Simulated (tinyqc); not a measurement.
# Power transistor in saturation, electro-thermal loop: what changes with what

One temperature T for the device, T = T0 + Rth P(T), with P(T) = V I0 (T/300 K)^(-al) [1 + kv (T - 300 K)/Vov]^2. The loop gain is Rth dP/dT; a solution is thermally stable when it is below one.

Values chosen for this exercise: ambient temperature T0 = 340 K; drain voltage V = 24 V; saturation current at 300 K I0 = 0.25 A; exponent of the mobility al = 1.5; overdrive at 300 K Vov = 1.3 V; fall of the threshold with temperature kv = 1.5 mV/K; thermal resistance Rth = 35 K/W.

Each table varies one quantity; the others keep the values above.

## Effect of the exponent of the mobility

P'(T) = P [-al/T + 2 kv/(Vov + kv (T - 300 K))], G = Rth P'. T is the lowest solution.

Result of one run:
```
al,T (K),P (W),G
0.5,611.9,7.769,0.2393
```

What becomes of these results when the exponent of the mobility al is changed from 0.5 to 2.3, all else the same?

Result of the changed run:
```
al,T (K),P (W),G
2.3,452.8,3.221,-0.3516
```

The whole series:
```
al,T (K),P (W),G
0.5,611.9,7.769,0.2393
0.8,555.0,6.144,0.07347
1.1,520.3,5.150,-0.04944
1.4,496.2,4.461,-0.1468
1.7,478.2,3.948,-0.2267
2,464.1,3.546,-0.2940
2.3,452.8,3.221,-0.3516
```

As al goes from 0.5 to 2.3, T falls from 611.9 to 452.8 K, the power falls from 7.77 to 3.22 W and the loop gain falls from 0.239 to -0.352. The gain changes sign between al = 0.8 and 1.1, where the fall of the threshold and that of the mobility balance. For al = 0.5 to 0.8 T passes 525 K, beyond usual operating limits.

## Effect of the overdrive at 300 K

Same model as above.

Effect of the overdrive at 300 K:
```
Vov (V),T (K),P (W),G
0.4,712.02,10.629,0.31256
0.6,564.53,6.4152,0.079163
0.9,512.47,4.9277,-0.080263
1.3,489.61,4.2747,-0.17508
2,474.91,3.8546,-0.24722
3,466.95,3.6271,-0.29064
```

What does the table show?

The power at 300 K is held at P0, so Vov acts only through the temperature factor. As Vov goes from 0.4 to 3 V, T falls from 712.0 to 467.0 K, the power falls from 10.6 to 3.63 W and the loop gain falls from 0.313 to -0.291. The gain changes sign between Vov = 0.6 and 0.9 V, where the fall of the threshold and that of the mobility balance. For Vov = 0.4 to 0.6 V T passes 525 K, beyond usual operating limits.

tinyqc, about 0.01 s, one thread, Intel Xeon 2.30GHz (shared host): `OMP_NUM_THREADS=1 python tinyqc.py 2520139 2520140 out.jsonl`
